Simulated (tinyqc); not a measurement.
The same stress in different states: Raman shift of the zone-centre optical phonon of a diamond-structure crystal under stress. Computed by tinyqc, a small Python program. Command: `OMP_NUM_THREADS=1 python tinyqc.py 3012197 3012198 out.jsonl ramanstress walk`. One thread of a shared host (Intel(R) Xeon(R) Processor @ 2.30GHz), about 0.01 s of CPU time with the checks.

Axes x, y, z are the cube axes. Strain shifts the threefold optical mode and can split it; p, q and r are the phonon deformation potentials.

Inputs (values chosen for the exercise, modelled on silicon): unstrained frequency omega_0 = 521.3 1/cm; p/omega_0^2 = -1.86; q/omega_0^2 = -2.21; r/omega_0^2 = -0.722; C11 = 167.3 GPa; C12 = 63.44 GPa; C44 = 78.67 GPa; stress sigma (tension positive) = -1.2 GPa.

Stress state: uniaxial. Axis: [110].

Method:
- S11 = (C11 + C12)/D, S12 = -C12/D, D = (C11 - C12)(C11 + 2 C12), S44 = 1/C44.
- eps_xx = S11 sigma_xx + S12 (sigma_yy + sigma_zz), and cyclic; eps_xy = S44 sigma_xy/2 (tensor strain).
- Secular matrix: M_xx = p eps_xx + q (eps_yy + eps_zz), M_xy = 2 r eps_xy; its eigenvalues are omega^2 - omega_0^2, and the shifts are these over 2 omega_0.
- Uniaxial: sigma n n^T; biaxial: sigma (1 - n n^T); hydrostatic: sigma 1. The line seen from (001) is taken as unresolved, at the intensity-weighted shift M_zz/(2 omega_0).

S44 = 12.7113 1/TPa

S11 = 7.55199 1/TPa

S12 = -2.07636 1/TPa

Shifts (1/cm):
```
state                  lowest  middle  highest  line seen from (001)
uniaxial [100]         1.5230  2.5770   2.5770                2.5770
uniaxial [110]         0.6147  2.5770   3.4853                2.5770
uniaxial [001]         1.5230  2.5770   2.5770                1.5230
uniaxial [111]         1.2688  1.2688   4.1394                2.2257
biaxial, normal [001]  4.1000  4.1000   5.1541                5.1541
biaxial, normal [111]  2.5377  5.4082   5.4082                4.4514
hydrostatic            6.6771  6.6771   6.6771                6.6771
```

What follows from these numbers?

Seen from (001), uniaxial stress along [100] and along [110] give the same shift (2.577), and equal biaxial stress in the plane gives twice as much (5.154), since only sigma_xx + sigma_yy and sigma_zz enter M_zz. Stress along [001] gives 1.523. One measured shift therefore fixes the stress only once its state is assumed: read as uniaxial in the plane, a shift implies twice the stress that it does read as biaxial.

Extremes, crossings and ranges named in words are read from the listed rows.
